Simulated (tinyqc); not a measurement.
What each parameter does: quaternary alloy A(x)B(1-x)C(y)D(1-y) matched to a substrate.

Q(x,y) = x y Q_AC + x (1 - y) Q_AD + (1 - x) y Q_BC + (1 - x)(1 - y) Q_BD for the lattice constant. Gap, rule 1: Q(x,y) - x (1 - x)[y C_ABC + (1 - y) C_ABD] - y (1 - y)[x C_ACD + (1 - x) C_BCD]. Rule 2 (mean of ternaries): {x (1 - x)[y T_ABC(x) + (1 - y) T_ABD(x)] + y (1 - y)[x T_ACD(y) + (1 - x) T_BCD(y)]}/{x (1 - x) + y (1 - y)}, T_ABC(x) = x E_AC + (1 - x) E_BC - C_ABC x (1 - x), T_ACD(y) = y E_AC + (1 - y) E_AD - C_ACD y (1 - y), and alike. Only the Gamma valley is followed.

Matching a(x,y) = a_s gives x = (a_s - y a_BC - (1 - y) a_BD)/(y (a_AC - a_BC) + (1 - y)(a_AD - a_BD)).

Inputs chosen for the exercise (AC, AD, BC, BD near GaAs, GaSb, InAs and InSb; substrate near GaSb; shifted at random, so the results belong to these values and not to a real crystal):
```
symbol  value                         unit      meaning
a       (5.645, 6.091, 6.054, 6.476)  angstrom  lattice constants of AC, AD, BC, BD
Eg      (1.542, 0.802, 0.419, 0.233)  eV        gaps at Gamma of AC, AD, BC, BD
Cb      (0.529, 0.418, 1.216, 0.614)  eV        bowing of ABC, ABD, ACD, BCD
a_s     6.091                         angstrom  substrate
y       0.56                                    fraction of C
```

x is matched anew each time.

One parameter was then changed.

Results before and after:
```
case          x  rule 1 (eV)  rule 2 (eV)
base     0.3732       0.3463       0.5045
changed  0.3785       0.3496       0.5086
```

Which of these changes was made? (a) y = 0.57; (b) Eg = (1.592, 0.802, 0.419, 0.233) eV; (c) Cb = (0.635, 0.502, 1.459, 0.737) eV; (d) a = (5.655, 6.091, 6.054, 6.476) angstrom; (e) a_s = 6.087 angstrom.

Answer: (d) a = (5.655, 6.091, 6.054, 6.476) angstrom. Of the candidates, run in turn, only this one gives the changed row.

All candidates:
```
case                                            x  rule 1 (eV)  rule 2 (eV)
base                                       0.3732       0.3463       0.5045
y = 0.57                                   0.3623       0.3445       0.5007
a_s = 6.087 angstrom                       0.3832       0.3525       0.5123
Cb = (0.635, 0.502, 1.459, 0.737) eV       0.3732       0.2824       0.4724
Eg = (1.592, 0.802, 0.419, 0.233) eV       0.3732       0.3567       0.5150
a = (5.655, 6.091, 6.054, 6.476) angstrom  0.3785       0.3496       0.5086
```

tinyqc: `OMP_NUM_THREADS=1 python tinyqc.py 1081405 1081406 out.jsonl`; about 0.01 s, one thread, shared Intel(R) Xeon(R) Processor @ 2.30GHz.
